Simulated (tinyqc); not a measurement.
# Surface segregation during layer-by-layer epitaxy: two-layer exchange kinetics and the shape of quantum wells and delta layers, step by step

A worked calculation. Computed by tinyqc, a small Python program that keeps every step. Command: `OMP_NUM_THREADS=1 python tinyqc.py 3023729 3023730 out.jsonl mbeseg walk`. One thread of a shared host (Intel(R) Xeon(R) Processor @ 2.30GHz), about 0.01 s of CPU time with the checks. Intermediate numbers are printed to about 6 digits and carried at full precision; extremes and crossings named in words are read from the listed rows.

Atoms A and B exchange only between the growing layer and the one below it. B is supplied for N layers, then pure A follows.

Inputs (values chosen for the exercise, close to those used for gallium in AlAs):
```
quantity,value,unit
barrier E1 for B to move up,2.06,eV
segregation energy E_s,0.11,eV
attempt frequency nu,1,THz
growth rate G,0.67,layers/s
share x0 of B in the flux during the well,0.47,-
layers in the well N,6,-
layer thickness,2.83,angstrom
temperature T,510,C
```

Constants: k_B = 8.617333262e-05 eV/K.

## Exchange rates

p1 = nu exp(-E1/(k_B T)) (B up, A down), p2 = nu exp(-(E1 + E_s)/(k_B T)) (B down); time per layer tau = 1/G; K = p1/p2. Temperatures in kelvin are T(C) + 273.15. Dilute equilibrium share passed up per layer R_eq = K/(1 + K).

p1 = 0.0553800 1/s

p2 = 0.0108511 1/s

p1 tau = 0.0826567

K = 5.10363

R_eq = 0.836163

Exchange is slow against growth: segregation is kinetically frozen.

## The second layer

Each layer is deposited complete with B share x_dep and then exchanges for the time tau = 1/G with the layer below, whose share is b (total c = s + b fixed): ds/dt = p1 b (1 - s) - p2 s (1 - b), s(0) = x_dep. With the roots s1 < s2 of the right side, (s - s1)/(s - s2) = [(s(0) - s1)/(s(0) - s2)] exp(-(p1 - p2)(s2 - s1) tau). The lower layer is then buried with c - s, and s becomes the b of the next layer. Layer 1 is deposited on pure A with share x0; with nothing to lift from below, take b = 0 and s(0) = x0 for it. Then layer 2 has x_dep = x0.

share in layer 1 after its exchange = 0.462641

root s1 for layer 2 = 0.658460

root s2 for layer 2 = 1.76155

share in layer 2 after its exchange = 0.485412

share buried in layer 1 = 0.447229

## Buried profile

In the dilute tail each layer passes up the share R = R_eq (1 - exp(-(p1 + p2) tau)); decay length = -layer thickness/ln R. Index 0 is the last layer of pure A below the well. Share of B outside the intended layers 1..N = 1 - (sum over 1..N)/(N x0).

Share of B:
```
layer,intended,buried
0,0.00,0.007359
1,0.47,0.447229
2,0.47,0.468896
3,0.47,0.469947
4,0.47,0.469997
5,0.47,0.470000
6,0.47,0.448848
7,0.00,0.034758
8,0.00,0.002732
9,0.00,0.000215
10,0.00,0.000017
11,0.00,0.000001
12,0.00,0.000000
16,0.00,0.000000
21,0.00,0.000000
31,0.00,0.000000
```

share passed up R = 0.0787027

decay length = 1.11326 angstrom

peak share (largest buried share) = 0.470000

share of B outside the well = 0.0159867

The profile is close to the intended one. Caution: a decay length below one layer thickness is only formal. Caution: two-layer exchange with complete layers is a simplification that can understate segregation at low temperature; desorption, step-edge exchange and surfactants are left out.

## Kinetic against equilibrium segregation over temperature

R_eq = K/(1 + K).

Segregation:
```
T (C),p1 tau,R_eq,R,decay length (angstrom),peak share
390,3.29935e-04,0.872684,3.29872e-04,0.3530,0.470000
430,2.56460e-03,0.860013,2.56078e-03,0.4742,0.470000
470,1.59860e-02,0.847830,1.58362e-02,0.6827,0.470000
510,8.26567e-02,0.836163,7.87027e-02,1.1133,0.470000
550,3.64309e-01,0.825022,2.94514e-01,2.3151,0.469917
590,1.39944e+00,0.814404,6.68332e-01,7.0229,0.466211
630,4.77163e+00,0.804299,8.02166e-01,12.8380,0.460639
670,1.46620e+01,0.794691,7.94691e-01,12.3150,0.460175
```

The decay length peaks at 630 C among these rows: below, exchange is too slow; above, equilibrium rules and K = exp(E_s/(k_B T)) falls. p1 tau passes 1 between 550 and 590 C, below which sharp interfaces can be grown. Caution: decay lengths below one layer thickness are only formal. Caution: in the hottest rows B can desorb, which is left out.

Checks made by the program: closed form against integration of the exchange equation (relative difference below 1e-10); conservation of B (relative difference below 1e-10).
